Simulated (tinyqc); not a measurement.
Two-sublattice mean-field magnet: ferrimagnet, compensation points and susceptibility: one step, computed by the program tinyqc. Command: `OMP_NUM_THREADS=1 python tinyqc.py 3001077 3001078 out.jsonl ferri walk`. One thread of a shared host (Intel(R) Xeon(R) Processor @ 2.30GHz), about 0.01 s of CPU time with the checks.

A random alloy A(1-x)B(x) with H = -sum over pairs J S_i.S_j. a = <S_A> and b = <S_B> are taken along z, a > 0. Exchange fields: h_A = (1 - x) zJ_AA a + x zJ_AB b, h_B = (1 - x) zJ_AB a + x zJ_BB b; a = S_A B_(S_A)(S_A h_A/(k_B T)) and likewise for b, with the Brillouin function B_S(y) = [(2S + 1)/(2S)] coth[(2S + 1) y/(2S)] - [1/(2S)] coth[y/(2S)].

Problem. Ordering temperature. Linearised, T (a, b) = M (a, b) with M_ij = S_i (S_i + 1) c_j zJ_ij/(3 k_B), c_A = 1 - x, c_B = x. T_c is the larger eigenvalue, and its eigenvector gives b/a at onset, (T_c - M_AA)/M_AB.

Inputs (values chosen for the exercise, for a model ferrimagnet):

| quantity | value | unit |
|---|---|---|
| spin S_A | 2 | - |
| spin S_B | 3.5 | - |
| fraction x of B sites | 0.23 | - |
| z J_AA | 17.3 | meV |
| z J_BB | 1.1 | meV |
| z J_AB | -4.9 | meV |
| T over T_c | 0.66 | - |

Constants: k_B = 8.617333262e-05 eV/K.

Give: M; eigenvalues; T_c; b/a at onset; T.

Solution.

M (K):
```
         A       B
A   309.17  -26.16
B  -229.87   15.41
```

eigenvalues (K): -3.80  328.38

T_c = 328.38 K

b/a at onset = -0.73448

T = 216.73 K

The antiferromagnetic A-B coupling raises T_c by 19 K over that of A alone.
